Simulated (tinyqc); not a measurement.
What each parameter does: defect-molecule model of a vacancy with Jahn-Teller distortion.

Four dangling hybrids a, b, c, d point into the vacancy: H_ii = E0, and -gm between any two. A tetragonal distortion Q pairs a with b and c with d: those two couplings become -gm - I Q and the other four -gm + I Q/2, at an elastic cost k Q^2/2. The a1 level holds two electrons; charge states 2+, + and 0 put n = 0, 1, 2 more into the lowest level of t2 origin. Energy from the 2+ state at Q = 0, with the Fermi level mu counted from Ev: W_n(Q) = n (et - 2 I Q) + k Q^2/2 + Uc n (n - 1)/2 - n mu. et = E0 + gm is the undistorted t2 level.

Inputs chosen for the exercise (of the size used for the vacancy in silicon; not measured data): E0 = -0.11 eV (level of a dangling hybrid, from Ev); gm = 0.39 eV (coupling between two dangling hybrids); I = 1.04 eV/angstrom (Jahn-Teller coupling); k = 16.4 eV/angstrom^2 (force constant of the mode); Uc = 0.16 eV (repulsion of two electrons in one orbital).

E_JT = 2 I^2/k, E(2+/+) = et - E_JT, E(+/0) = et - 3 E_JT + Uc, U_eff = E(+/0) - E(2+/+); a1 level E0 - 3 gm.

One parameter was then changed.

Results before and after:
```
case     (2+/+) (eV)  (+/0) (eV)  U_eff (eV)  a1 (eV)
base          0.1481      0.0443     -0.1038  -1.2800
changed       0.1981      0.0943     -0.1038  -1.2300
```

Which of these changes was made? (a) Uc = 0.22 eV; (b) I = 1.144 eV/angstrom; (c) E0 = -0.06 eV; (d) gm = 0.43 eV; (e) k = 18.04 eV/angstrom^2.

Answer: (c) E0 = -0.06 eV. Of the candidates, run in turn, only this one gives the changed row.

All candidates:
```
case                     (2+/+) (eV)  (+/0) (eV)  U_eff (eV)  a1 (eV)
base                          0.1481      0.0443     -0.1038  -1.2800
E0 = -0.06 eV                 0.1981      0.0943     -0.1038  -1.2300
gm = 0.43 eV                  0.1881      0.0843     -0.1038  -1.4000
I = 1.144 eV/angstrom         0.1204     -0.0388     -0.1592  -1.2800
k = 18.04 eV/angstrom^2       0.1601      0.0803     -0.0798  -1.2800
Uc = 0.22 eV                  0.1481      0.1043     -0.0438  -1.2800
```

E0 and gm move both levels alike, so U_eff depends on I, k and Uc alone.

Program tinyqc; command `OMP_NUM_THREADS=1 python tinyqc.py 1481083 1481084 out.jsonl`; about 0.01 s on one thread of a shared Intel(R) Xeon(R) Processor @ 2.30GHz.
